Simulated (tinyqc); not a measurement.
# Polytypes and stacking faults of a tetrahedral semiconductor in an axial Ising model with couplings up to third neighbours, step by step

A worked calculation. Computed by tinyqc, a small Python program that keeps every step. Command: `OMP_NUM_THREADS=1 python tinyqc.py 3031475 3031476 out.jsonl polytype walk`. One thread of a shared host (Intel(R) Xeon(R) Processor @ 2.30GHz), about 0.01 s of CPU time with the checks. Intermediate numbers are printed to about 5 digits and carried at full precision; extremes and crossings named in words are read from the listed rows.

Each double layer has s = +1 or -1 for the sense of its stacking step; E per pair of atoms = E0 - sum_n J_n <s_i s_(i+n)>, n = 1, 2, 3. Hexagonality h = (1 - <s_i s_(i+1)>)/2.

Inputs (values chosen for the exercise, for a model crystal): J1 = 1.05 meV/pair; J2 = -2.11 meV/pair; J3 = -0.2 meV/pair; basal lattice constant a = 3.08 angstrom; shear modulus G = 187 GPa; Poisson ratio nu = 0.2; gap of 3C = 2.39 eV; gap of 4H = 3.26 eV; binding energy of the fault level E_b = 0.29 eV; in-plane mass m = 0.39 m0; effective density of states N_c at 300 K = 3.4e+19 1/cm^3; electron density n = 1.4e+15 1/cm^3; temperature T = 800 K.

Host polytype: 4H.

Constants: 1 eV/angstrom^2 = 16.02176634 J/m^2; m_0 = 9.1093837015e-31 kg; hbar = 1.054571817e-34 J s; k_B = 1.380649e-23 J/K; k_B = 8.617333262e-05 eV/K.

## Energies of the polytypes

correlations of the repeat units 3C (+), 2H (+-), 4H (++--), 6H (+++---), 15R (+++--), 8H (++++----), 21R (++++---), 9R (++-), rows 3C, 2H, 4H, 6H, 15R, 8H, 21R, 9R, columns n = 1, n = 2, n = 3:
```
[[1.0000, 1.0000, 1.0000],
 [-1.0000, 1.0000, -1.0000],
 [0.0000, -1.0000, 0.0000],
 [0.3333, -0.3333, -1.0000],
 [0.2000, -0.6000, -0.6000],
 [0.5000, 0.0000, -0.5000],
 [0.4286, -0.1429, -0.7143],
 [-0.3333, -0.3333, 1.0000]]
```

E - E(3C) = sum_n J_n (1 - C_n), C_n = <s_i s_(i+n)>. The gap is taken linear in h between 3C (h = 0) and 4H (h = 1/2), a rough rule, with a dash beyond.

Polytypes:
```
polytype       h  E - E(3C) (meV/pair)  gap by the linear rule (eV)
3C        0.0000                0.0000                       2.3900
2H        1.0000                1.7000                            -
4H        0.5000               -3.3700                       3.2600
6H        0.3333               -2.5133                       2.9700
15R       0.4000               -2.8560                       3.0860
8H        0.2500               -1.8850                       2.8250
21R       0.2857               -2.1543                       2.8871
9R        0.6667               -1.4133                            -
```

E(2H) - E(3C) = 1.7 meV/pair

E(4H) - E(3C) = -3.37 meV/pair

E(6H) - E(3C) = -2.5133 meV/pair

The lowest is 4H, 0.514 meV/pair below 15R. J1/|J2| = 0.50: for J3 = 0 and J2 < 0 the ground state is 2H below -2, 4H between -2 and 2, and 3C above 2; at 2 itself all periods with bands of two or more layers are degenerate. Four or more polytypes lie within 1.5 meV/pair, so small a spread that growth kinetics and seeds can decide.

## Back from three energies to J1, J2, J3

With d2, d4, d6 the energies of 2H, 4H, 6H over 3C: d2 = 2 J1 + 2 J3, d4 = J1 + 2 J2 + J3, d6 = (2/3) J1 + (4/3) J2 + 2 J3, so J2 = (d4 - d2/2)/2, J3 = (3/4)(d6 - (2/3) d4), J1 = d2/2 - J3.

J1 recovered = 1.05 meV/pair

J2 recovered = -2.11 meV/pair

J3 recovered = -0.20000 meV/pair

## Stacking-fault energies

fault coefficients k_n, rows single Shockley (31), double Shockley (62), Frank-type (32), columns J1, J2, J3:
```
[[0, -4, 0],
 [-4, -8, 0],
 [-1, -2, 3]]
```

Faults in 4H: the sequences single Shockley (31) (+++-), double Shockley (62) (++++++--), Frank-type (32) (+++--) are put between perfect repeats; k_n = (layers x C_n of the host) - sum_i s_i s_(i+n). gamma = sum k_n J_n/A, A = (sqrt 3/2) a^2; 1 meV/angstrom^2 = 16.02177 mJ/m^2.

gamma (mJ/m^2): single Shockley (31) 16.460, double Shockley (62) 24.728, Frank-type (32) 5.012

energy of the glide fault, single Shockley (31) = 16.460 mJ/m^2

The cheapest is the Frank-type (32) fault.

## Splitting of a basal screw dislocation

Screw line, bounded by the single Shockley (31) fault of energy gamma: b = a, partials b_p = a/sqrt 3; d = G b_p^2 (2 - 3 nu)/(8 pi gamma (1 - nu)). One partial is driven off by the shear stress gamma/b_p along its Burgers vector.

splitting width d = 25.015 nm

stress to open the fault = 92.562 MPa

## Electronic energy gained by the fault

The fault binds electrons in a two-dimensional band E_b below the conduction edge, g2 = m m0/(pi hbar^2) for one valley. With the Fermi level held by the bulk, eta = ln[n/N_c(T)], N_c(T) = N_c (T/300)^1.5, the grand potential falls by g2 (k_B T)^2 F1(x), x = eta + E_b/(k_B T), F1(x) = integral from 0 to infinity of ln(1 + exp(x - t)) dt; sheet density g2 k_B T ln(1 + e^x). Band bending by the trapped charge is left out, so the gain is an upper bound. Net fault energy = gamma of the single Shockley (31) fault less the electronic gain.

x = -7.3622

sheet density = 7.1269e+09 1/cm^2

electronic gain = 7.8731e-04 mJ/m^2

net fault energy = 16.459 mJ/m^2

The gain offsets 0.0048 % of the fault energy.

## Gain against electron density

The formulas are those given above.

At T:
```
n (1/cm^3)        x  sheet density (1/cm^2)  gain (mJ/m^2)  gain/gamma  gain/gamma at T + 200 K
1.00e+14    -10.001              5.0922e+08     5.6245e-05  3.4171e-06               1.6472e-06
1.00e+15     -7.699              5.0911e+09     5.6239e-04  3.4168e-05               1.6471e-05
1.00e+16     -5.396              5.0808e+10     5.6182e-03  3.4133e-04               1.6466e-04
1.00e+17     -3.094              4.9802e+11     5.5620e-02  3.3792e-03               1.6414e-03
1.00e+18     -0.791              4.1994e+12     5.0899e-01  3.0924e-02               1.5929e-02
5.00e+18      0.818              1.3296e+13     1.9597e+00  1.1906e-01               7.1207e-02
2.00e+19      2.205              2.5937e+13     4.9224e+00  2.9906e-01               2.1719e-01
```

For x well below 0 the gain is k_B T times the sheet density and linear in n; for x well above 0 the well fills and the gain grows only about as x^2. It stays below the fault energy in all rows; 200 K more changes it by a factor 0.48 at 1e16.

Checks made by the program: the recovered constants (relative difference below 1e-10).
